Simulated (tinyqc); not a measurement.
Thermal and gravitational stress in a wafer during furnace and rapid thermal processing, and the onset of slip. From allowed ramp rate back to wafer spacing s. Computed by tinyqc, a small Python program. Command: `OMP_NUM_THREADS=1 python tinyqc.py 3020944 3020945 out.jsonl slip inv`. One thread of a shared host (Intel(R) Xeon(R) Processor @ 2.30GHz), about 0.02 s of CPU time with the checks.

A thin free disc in plane stress, isotropic; T(r) = T_centre + dT (r/R)^n. Stress is positive in tension; sigma_SB = 5.670374419e-8 W/(m^2 K^4), g = 9.80665 m/s^2.

Inputs (values chosen for the exercise, modelled on silicon):

| quantity | value | unit |
|---|---|---|
| wafer radius R | 100 | mm |
| thickness t | 725 | micrometre |
| Young's modulus E | 148 | GPa |
| expansion alpha | 4.38 | 1e-6/K |
| temperature T | 1200 | K |
| prefactor A of the critical stress | 0.00016 | MPa |
| energy U of the critical stress | 1.06 | eV |
| density rho | 2330 | kg/m^3 |
| heat capacity c | 956 | J/(kg K) |
| conductivity k | 23.6 | W/(m K) |
| ramp rate | 1.4 | K/min |

Constants: k_B = 8.617333262e-05 eV/K.

Method. Critical resolved stress tau_c = A exp(U/(k_B T)), a form chosen for the exercise; slip when 0.492799 |s_tt(R)| > tau_c; allowed |dT| = tau_c (n + 2)/(0.492799 n alpha E). In a stack heated from the rim, heat flows inward by conduction and by radiation between wafers: k_eff = k + (16/3) sigma_SB T^3 s^2/t (a diffusion estimate with the spacing as path length). A steady ramp gives the parabolic lag dT = rho c (ramp) R^2/(4 k_eff); the allowed ramp uses n = 2.

Question. A run gave the result below. Find the wafer spacing s, known to lie between 5.6 and 14 mm.

allowed ramp rate = 33.51152 K/min

Answer.

Each step takes the trial c = (a f_b - b f_a)/(f_b - f_a), f being the result less the target and a, b, c the logarithms of the listed values; c replaces end b, the old b replaces a if the sign of f changed, and otherwise f_a is halved.

Scan of the range:

| wafer spacing s (mm) | allowed ramp rate (K/min) |
|---|---|
| 5.60 | 14.1133 |
| 6.52 | 16.5683 |
| 7.60 | 19.9258 |
| 8.85 | 24.4531 |
| 10.30 | 30.5667 |
| 12.00 | 38.9135 |
| 14.00 | 50.3624 |

False position (Illinois rule, in the logarithm of the input) inside the bracket:

| step | end a | end b | trial | allowed ramp rate (K/min) |
|---|---|---|---|---|
| 1 | 10.3000 | 12.0000 | 10.8704 | 33.2252 |
| 2 | 12.0000 | 10.8704 | 10.9246 | 33.4854 |
| 3 | 12.0000 | 10.9246 | 10.9344 | 33.5327 |
| 4 | 10.9246 | 10.9344 | 10.9300 | 33.5115 |
| 5 | 10.9344 | 10.9300 | 10.9300 | 33.5115 |

Allowed ramp rate rises at every point of a 13-point scan of the range (every second point is shown), so one value fits; it is bracketed by 10.3 and 12.0. Answer: wafer spacing s = 10.93 mm.
